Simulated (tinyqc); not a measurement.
Silicon n-p-n transistor, Gummel numbers and transit times: two steps of the calculation.

One-dimensional n-p-n transistor in the forward active mode at low injection. In the base p(x) = NB exp(-eta x/wb) and ni(x)^2 = ni^2 exp((g0 + g1 x/wb)/Vt); electrons leave the base at vsat; band spikes at the emitter junction and recombination inside the emitter are ignored.

Parameters, values chosen for the exercise; band and dielectric values close to those of silicon: temperature T = 300 K; band gap Eg = 1.12 eV; relative permittivity eps_r = 11.5; conduction-band density of states at T Nc = 2.75e19 cm^-3; valence-band density of states at T Nv = 2.66e19 cm^-3; saturation velocity vsat = 9.9e6 cm/s; neutral base width wb = 430 nm; base doping at the emitter edge NB = 2.4e17 cm^-3; doping falls as exp(-eta x/wb) eta = 0; gap reduction at the emitter edge of the base g0 = 0 eV; further gap reduction across the base (linear) g1 = 0 eV; electron diffusion coefficient in the base Dn = 4.2 cm^2/s; emitter doping NE = 2.8e20 cm^-3; gap reduction in the emitter (negative: wider gap) gE = 0.074 eV; neutral emitter width we = 93 nm; hole diffusion coefficient in the emitter Dp = 1.6 cm^2/s; recombination velocity at the emitter contact Se = 2e6 cm/s; electron lifetime in the base tb = 7e-7 s; collector doping NC = 6.3e15 cm^-3; collector-base reverse bias VCB = 0.2 V.

Constants: q = 1.602176634e-19 C, kB = 1.380649e-23 J/K, Vt = kB T/q, eps0 = 8.8541878128e-14 F/cm where lengths are in cm. Results are converted to the units shown.

Problem 1. Base Gummel number and transit time. f(x) = p(x) ni^2/ni(x)^2; I(x) = integral from x to wb of f/Dn, plus f(wb)/vsat; base Gummel number GB = I(0); electron density per unit flux n/(J/q) = I/f; base transit time tauB = integral of I/f over the base. Trapezoid rule on 9 equal steps.

Find: x; f; I; I/f; GB; tauB.

Solution 1.

| point | x (nm) | f (cm^-3) | I (s/cm^4) | I/f (s/cm) |
|---|---|---|---|---|
| 0 | 0.0 | 2.400e17 | 2.481e12 | 1.034e-5 |
| 1 | 47.8 | 2.400e17 | 2.208e12 | 9.202e-6 |
| 2 | 95.6 | 2.400e17 | 1.935e12 | 8.064e-6 |
| 3 | 143.3 | 2.400e17 | 1.662e12 | 6.926e-6 |
| 4 | 191.1 | 2.400e17 | 1.389e12 | 5.789e-6 |
| 5 | 238.9 | 2.400e17 | 1.116e12 | 4.651e-6 |
| 6 | 286.7 | 2.400e17 | 8.433e11 | 3.514e-6 |
| 7 | 334.4 | 2.400e17 | 5.703e11 | 2.376e-6 |
| 8 | 382.2 | 2.400e17 | 2.973e11 | 1.239e-6 |
| 9 | 430.0 | 2.400e17 | 2.424e10 | 1.010e-7 |

GB = 2.481e12 s/cm^4
tauB = 224.5 ps

Problem 2. Gain, Early voltage and collector delay. ni = sqrt(Nc Nv) exp(-Eg/(2 Vt)), Eg in volts; GE = NE exp(-gE/Vt)(we/Dp + 1/Se); JC = J0 exp(VBE/Vt), J0 = q ni^2/GB; gain limited by back injection GE/GB, by base recombination tb/tauB, together 1/beta = the sum of the inverses; collector layer one-sided, Wc = sqrt(2 eps0 eps_r (Vbc + VCB)/(q NC)), Vbc = Vt ln(p(wb) NC/ni^2), Cjc = eps0 eps_r/Wc; Early voltage VA = GB q p(wb)/(f(wb) Cjc [1/Dn - (eta + g1/Vt)/(wb vsat)]), f(wb) = p(wb) exp(-(g0 + g1)/Vt), p(wb) = NB exp(-eta); tauC = Wc/(2 vsat).

GB = 2.4813853e12 s/cm^4
tauB = 224.46248 ps

Give: ni; GE; J0; GE/GB; tb/tauB; beta; Wc; Cjc; VA; tauC.

Solution 2.

ni = 1.058e10 cm^-3
GE = 1.010e14 s/cm^4
J0 = 7.229e-12 A/cm^2
GE/GB = 40.69
tb/tauB = 3119
beta = 40.17
Wc = 445.0 nm
Cjc = 0.2288 fF/um^2
VA = 72.98 V
tauC = 2.248 ps

The gain is limited more by back injection into the emitter. beta VA = 2930 V.

Range of the model: Heavy doping makes emitter or base degenerate; gE and g0 are to be read as apparent gap changes that include this.

Numbers from tinyqc (`OMP_NUM_THREADS=1 python tinyqc.py 2320160 2320161 out.jsonl`; about 0.01 s on one thread of a shared Intel Xeon 2.30GHz).
